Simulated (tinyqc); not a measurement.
Tight binding, honeycomb lattice, step by step. Computed by tinyqc, a small Python program that keeps every step. Settings: t1 = 1.23, t2 = 0, phi = 0, delta = 0, points = 7. Command: `OMP_NUM_THREADS=1 python tinyqc.py 27847 27848 out.jsonl` (the two numbers bound the seeds that draw the settings). One thread of a shared host (Intel(R) Xeon(R) Processor @ 2.60GHz), about 0.01 s of CPU time with the checks.

## Bloch Hamiltonian at k

Parameters chosen for this model:
```
parameter     value                        unit
t1         1.230000                 eV, nearest
t2                0       eV, second neighbours
phi               0  rad, phase of t2 (Haldane)
delta             0          eV, +/- on A and B
```

k point k (fractions of the reciprocal vectors): 0.4600  -0.1700

H_AB = -t1 (1 + exp(-i k.a1) + exp(-i k.a2)); H_AA = delta - 2 t2 sum cos(k.b + phi), H_BB = -delta - 2 t2 sum cos(k.b - phi), b = a1, a2 - a1, -a2.

H(k) at k (eV):
```
                 A                B
A           0.0000  -0.6312-0.7720i
B  -0.6312+0.7720i           0.0000
```

## Levels at k

Diagonalise the Hermitian matrix.

eigenvalues (eV): -0.9972  0.9972

weights |c|^2 of the basis functions:
```
   band 1  band 2
A  0.5000  0.5000
B  0.5000  0.5000
```

## Bloch Hamiltonian at K

k point K (fractions of the reciprocal vectors): 0.3333  0.6667

As before.

H(k) at K (eV):
```
        A       B
A  0.0000  0.0000
B  0.0000  0.0000
```

## Levels at K

As before.

eigenvalues (eV): 0.0000  0.0000

## Bands along a path

The same steps at evenly spaced points between the labelled ones.

Bands along the path (eV):
```
k           band 1  band 2
G          -3.6900  3.6900
G-K 0.25   -3.3604  3.3604
G-K 0.50   -2.4600  2.4600
G-K 0.75   -1.2300  1.2300
K                0       0
K-M 0.25   -0.5095  0.5095
K-M 0.50   -0.9004  0.9004
K-M 0.75   -1.1462  1.1462
M          -1.2300  1.2300
M-K' 0.25  -1.1462  1.1462
M-K' 0.50  -0.9004  0.9004
M-K' 0.75  -0.5095  0.5095
K'               0       0
```

With 1 band(s) filled, the highest filled level on these points lies at K and the lowest empty one at K: the bands touch or overlap, so there is no gap.
